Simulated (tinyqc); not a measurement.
Inside a calculation: Franz-Keldysh effect at a direct gap. Values are carried at full precision from step to step, so a last printed digit may differ when a step is redone from the rounded ones.

Parabolic bands, vertical transitions, no excitons. For each hole band j: mr = me mj/(me + mj); joint density of states J_j(E) = (mr/c)^(3/2) sqrt(E - Eg)/(2 pi^2), both spins, c = hbar^2/2m0; averaged matrix element |e.p|^2 = m0 Ep/6; alpha_j(E) = 4 pi^2 alpha_f c Ep J_j/(3 nr E) in 1/angstrom (alpha_f the fine-structure constant, listed as alpha among the constants), times 1e8 for 1/cm.

In a field Fd (1 kV/cm = 1e-5 V/angstrom) the electro-optic energy of band j is th = (c (e Fd)^2/mr)^(1/3), and sqrt(E - Eg) in J_j is replaced by pi sqrt(th) [Ai'(b)^2 - b Ai(b)^2] with b = (Eg - E)/th; Ai is the Airy function.

Constants: hbar^2/2m0 = 3.80998211 eV angstrom^2; fine-structure constant alpha = 0.007297352564.

Inputs chosen for the exercise (near those of InP; shifted at random, so the results belong to these values and not to a real crystal): Eg = 1.337 eV (direct gap); me = 0.0782 m0 (electron mass); mhh = 0.571 m0 (heavy-hole mass); mlh = 0.088 m0 (light-hole mass); Ep = 21.5 eV (Kane energy); nr = 3.33 (refractive index); Fd = 65 kV/cm (uniform field); E = 1.291 eV (photon energy); L = 22 micrometre (length of a waveguide).

## Electro-optic energy and length

For each hole band give mr, th and the length th/(e Fd).

Scales:

| hole | mr (m0) | th (meV) | length (angstrom) |
|---|---|---|---|
| heavy | 0.06878 | 28.604 | 44.0 |
| light | 0.04141 | 33.876 | 52.1 |

The light-hole pair has th larger by a factor 1.184, the cube root of the ratio of reduced masses.

## Airy factors at E

Ai is the Airy function, th the electro-optic energy of each hole band from the table (its other columns are not needed here), b = (Eg - E)/th with th in eV; the factor takes the place of sqrt(E - Eg) in the joint density of states.

Form b, Ai(b), Ai'(b) and the factor pi sqrt(th) [Ai'^2 - b Ai^2] for each band, beside sqrt(E - Eg) (zero below the gap).

Factors:

| hole | b | Ai(b) | Ai'(b) | factor (eV^(1/2)) | without field |
|---|---|---|---|---|---|
| heavy | 1.6082 | 0.06183 | -0.08618 | 0.0006798 | 0.0000 |
| light | 1.3579 | 0.08671 | -0.1134 | 0.001533 | 0.0000 |

## Absorption with and without the field

Put the factors in place of sqrt(E - Eg) in alpha_j and add the bands; a waveguide of length L changes its transmission by 4.343 (alpha(F) - alpha(0)) L dB.

alpha_j in the field (1/cm): heavy 15.3, light 16.1

alpha(F) = 31.4 1/cm
alpha(0) = 0 1/cm
change of loss = 0.300 dB

Below the gap the field opens a tail where this model has no absorption; excitons and band tails absorb within some 10 to 20 meV of a real edge. Excitons, which add a sharp peak at low field, are left out.

## Checks

- Airy factor at b = -40 against the zero-field limit sqrt(-b): 6.33 against 6.32.

Program tinyqc; command `OMP_NUM_THREADS=1 python tinyqc.py 1652441 1652442 out.jsonl`; about 0.01 s on one thread of a shared Intel(R) Xeon(R) Processor @ 2.30GHz.
